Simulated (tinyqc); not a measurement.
# Worked calculation: on-chip interconnect, size-dependent resistivity and RC delay

tinyqc, about 0.01 s, one thread, Intel Xeon 2.30GHz (shared host): `OMP_NUM_THREADS=1 python tinyqc.py 2100025 2100026 out.jsonl` Printed values are rounded.

A rectangular line between two neighbours and two ground planes. Surface and grain-boundary scattering are added to the bulk resistivity as corrections; capacitances are parallel-plate values without fringing; inductance is ignored.

Values chosen for this exercise; metal values close to those of copper: bulk resistivity rho0 = 1.72 uohm cm; bulk mean free path lam = 40.9 nm; specular share of surface scattering ps = 0; reflection coefficient of grain boundaries Rg = 0.44; grain size over the metal width gr = 1.5; drawn line width wd = 120 nm; aspect ratio, height over width AR = 1.7; liner on both walls and the bottom, not conducting tl = 3 nm; space to the neighbouring lines sp = 140 nm; dielectric height to the planes above and below hd = 160 nm; relative permittivity of the dielectric ek = 3; Miller factor of the neighbours Mf = 1; line length Lw = 20 um; driver resistance Rd = 3800 ohm; load capacitance Cl = 0.16 fF; time step dt = 2.7 ps.

Constants: eps0 = 8.8541878128e-12 F/m. Results are converted to the units shown.

## Resistivity, resistance and capacitance per length

Metal width x = wd - 2 tl, height y = AR wd - tl; grain boundaries (Mayadas-Shatzkes): al = (lam/(gr x)) Rg/(1 - Rg), g = 1/[1 - 3 al/2 + 3 al^2 - 3 al^3 ln(1 + 1/al)] - 1; surfaces (Fuchs-Sondheimer, thick limit): s = (3/8) lam (1 - ps)(1/x + 1/y); rho = rho0 (1 + g + s); r = rho/(x y); c = eps0 ek (2 wd/hd + 2 Mf AR wd/sp).

x = 114 nm
y = 201 nm
al = 0.1879282
g = 0.2700922
s = 0.2108454
rho = 2.547213 uohm cm
r = 1.111640 ohm/um
c = 0.1172547 fF/um

rho is 1.48 times the bulk value; grain boundaries add more (0.270 against 0.211). The liner takes 6.40 % of the cross-section.

## Ladder and Elmore delays

4 equal pi sections: series Rs = r Lw/4; node capacitances c Lw/4, halved at nodes 0 and 4, with Cl added to node 4; Rd feeds node 0. Elmore delay of node k: the sum, over the resistors on the path to k, of resistance times all capacitance downstream of it.

Rs = 5.558202 ohm

```
node     C (fF)  Elmore delay (ps)
0     0.2931369           9.519361
1     0.5862737           9.531655
2     0.5862737           9.540691
3     0.5862737           9.546468
4     0.4531369           9.548987
```

The far-end value equals Rd (c Lw + Cl) + r Lw (c Lw/2 + Cl) for any number of pi sections; the line resistance contributes 0.310 % of it.

## Step 1: node voltages after a time step

v at t = 0, node 0 to 4 (V): 0  0  0  0  0

A 1 V step is applied behind Rd at t = 0. C dv/dt = -G v + b, with G the conductance matrix of the ladder (1/Rs between neighbours, 1/Rd added at node 0) and b = (1 V/Rd, 0, ...). Trapezoidal step: (C/dt + G/2) v(new) = (C/dt - G/2) v + b.

v at t = 1 dt, node 0 to 4 (V): 0.2515425  0.2492886  0.2476365  0.2465821  0.2461230

## Step 2: node voltages after a time step

As before.

v at t = 2 dt, node 0 to 4 (V): 0.4335681  0.4341184  0.4345130  0.4347611  0.4348681

## Course in time

A 1 V step is applied behind Rd at t = 0. C dv/dt = -G v + b, with G the conductance matrix of the ladder (1/Rs between neighbours, 1/Rd added at node 0) and b = (1 V/Rd, 0, ...). Trapezoidal step: (C/dt + G/2) v(new) = (C/dt - G/2) v + b. The last column solves the same ladder exactly by its modes.

Voltages (V):
```
t (ps)  node 0  node 2  node 4  node 4, exact
2.700   0.2515  0.2476  0.2461         0.2457
5.400   0.4336  0.4345  0.4349         0.4317
8.100   0.5776  0.5744  0.5732         0.5718
10.80   0.6788  0.6803  0.6808         0.6773
13.50   0.7619  0.7592  0.7582         0.7569
16.20   0.8175  0.8192  0.8199         0.8168
18.90   0.8662  0.8637  0.8628         0.8620
21.60   0.8959  0.8979  0.8985         0.8960
24.30   0.9251  0.9229  0.9220         0.9216
27.00   0.9403  0.9423  0.9430         0.9410
29.70   0.9585  0.9563  0.9555         0.9555
32.40   0.9654  0.9675  0.9682         0.9665
```

The far end of the ladder reaches 0.5 V at 6.622 ps, 0.693 of its Elmore delay (ln 2 = 0.693 for a single pole); the slowest mode has a time constant of 9.539 ps. The largest error of the trapezoidal steps at that node is 3.5 mV.
